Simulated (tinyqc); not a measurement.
# Changing the donor density N

Model: hydrogenic impurity: series, fields, screening, photoionisation and donor-acceptor pairs. Computed by tinyqc, a small Python program. Command: `OMP_NUM_THREADS=1 python tinyqc.py 3019621 3019622 out.jsonl hydrogenic sweep`. One thread of a shared host (Intel(R) Xeon(R) Processor @ 2.30GHz), about 0.02 s of CPU time with the checks.

One isotropic, parabolic band. Effective units: Ry* and a*, in which H = -nabla^2 - 2/r.

Inputs (values chosen for the exercise, modelled on CdTe): electron mass m = 0.0961 m_0; dielectric constant eps = 10.1.

Parts treated: magnetic field and screening.

Constants: Ry = 13.605693123 eV; a_0 = 0.529177210903 angstrom; h x 1 THz = 4.135667696 meV.

Method:
- Ry* = Ry m/eps^2, a* = a_0 eps/m; level n is bound by Ry*/n^2; <r> = (3/2) a* in 1s; lines 1s -> np at Ry* (1 - 1/n^2); 1 THz = 4.135667696 meV.
- Wigner-Seitz radius r_s = (3/(4 pi N))^(1/3); Mott criterion N_c^(1/3) a* = 0.26; overlap of two 1s orbitals at distance d: S = exp(-x)(1 + x + x^2/3), x = d/a*, with d = N^(-1/3).
- Thomas-Fermi screening by N free electrons of one valley, taken as a degenerate gas (the hypothesis that all donors are ionised): q a* = sqrt(4 k_F a*/pi), k_F = (3 pi^2 N)^(1/3).
- Screened potential -(2/r) exp(-q r). Basis exp(-zeta r), zeta_k = 0.02 x 1.6^k, k = 0..23: S = 2/s^3, T = zeta_i zeta_j S, V = -2/(s + q)^2 with s = zeta_i + zeta_j; overlap eigenvalues below 1e-11 are dropped.

One run for each value:
```
donor density N (cm^-3)  screened binding energy (meV)     q a*  N over the Mott density
5.40e+10                                        10.635  0.09100               5.2853e-07
6.40e+11                                         9.630  0.13740               6.2641e-06
2.20e+12                                         8.987  0.16880               2.1533e-05
7.60e+12                                         8.235  0.20754               7.4386e-05
2.60e+13                                         7.374  0.25475               2.5448e-04
9.10e+13                                         6.379  0.31391               8.9067e-04
3.10e+14                                         5.297  0.38505               3.0342e-03
1.10e+15                                         4.092  0.47554               1.0766e-02
```

Give the missing row, donor density N (cm^-3) = 1.90e+11.

Computed row:
```
donor density N (cm^-3)  screened binding energy (meV)     q a*  N over the Mott density
1.90e+11                                        10.167  0.11222               1.8596e-06
```

Interpolating between the two neighbouring rows (the first column on a logarithmic scale, the others too where they are positive) misses most in screened binding energy (meV), by 0.55 %. Over the rows, screened binding energy (meV) falls from 10.6 to 4.09 (exponent d ln y / d ln x -0.036 between the first rows and -0.20 between the last); q a* rises from 0.0910 to 0.476 (exponent d ln y / d ln x about 0.17 throughout); N over the Mott density rises from 5.29e-7 to 0.0108 (exponent d ln y / d ln x about 1.0 throughout). q grows only as N^(1/6), and the binding vanishes at q a* = 1.19.

Caution (all rows): well below the Mott density the electrons are bound or non-degenerate, so this screening is formal: it serves to locate the transition, not to give the level.
